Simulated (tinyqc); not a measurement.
Trap density from the barrier height.

Question. In a partly depleted grain with all boundary traps filled, 2 N W = Qt and VB = q N W^2/(2 eps0 eps_r). Find Qt, W and the doping at which VB would equal Vt.

Inputs (values chosen for the exercise):
```
symbol,value,unit,meaning
T,300,K,temperature
eps_r,11.7,,relative permittivity
```

Constants: q = 1.602176634e-19 C, kB = 1.380649e-23 J/K, Vt = kB T/q, eps0 = 8.8541878128e-14 F/cm where lengths are in cm. Results are converted to the units shown.

doping = 1.1e18 cm^-3
barrier height = 0.15817420 V

Solution. Eliminating W gives VB = q Qt^2/(8 eps0 eps_r N), which falls as 1/N.

Qt = 3.00e12 cm^-2
W = 13.6 nm
doping for VB = Vt = 6.73e18 cm^-3

tinyqc, about 0.01 s, one thread, Intel Xeon 2.30GHz (shared host): `OMP_NUM_THREADS=1 python tinyqc.py 2830283 2830284 out.jsonl`
